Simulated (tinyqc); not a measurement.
X-ray reflectivity of a thin film on silicon: critical angles, Parratt recursion, fringes and roughness: one step, computed by the program tinyqc. Command: `OMP_NUM_THREADS=1 python tinyqc.py 3121480 3121481 out.jsonl xrr walk`. One thread of a shared host (Intel(R) Xeon(R) Processor @ 2.30GHz), about 0.01 s of CPU time with the checks.

n = 1 - delta + i beta; the classical electron radius is r_e = 2.8179403e-6 nm. Layer 0 is vacuum, 1 the film, 2 the substrate.

Task: Fringe period, contrast and decay. Far above the critical angle the period is d theta = lambda/(2 d), or 2 pi/d in q; the envelope runs between (|r_01| - |r_12 p|)^2 and (|r_01| + |r_12 p|)^2; contrast = 2 a b/(a^2 + b^2) with a = |r_01|, b = |r_12 p|; roughness factors on the amplitudes are about exp(-q^2 sigma^2/2).

Inputs (values chosen for the exercise, modelled on ruthenium on silicon, copper K-alpha radiation):
```
quantity                              value  unit
wavelength lambda                   0.15406    nm
film thickness d                       36.3    nm
roughness of the surface sigma_1       0.57    nm
roughness of the interface sigma_2     0.61    nm
```

1000 r_01 = 8.481863-0.725404i

1000 r_12 = -5.930384+0.604450i

p = -0.3557483+0.6595052i

q = 4 pi sin(theta)/lambda = 2.405587 1/nm

Give: period in theta; period in q; contrast; roughness factor, surface; roughness factor, interface.

Result:

period in theta = 0.1216 degrees

period in q = 0.1731 1/nm

contrast = 0.8229

roughness factor, surface = 0.3906

roughness factor, interface = 0.3407
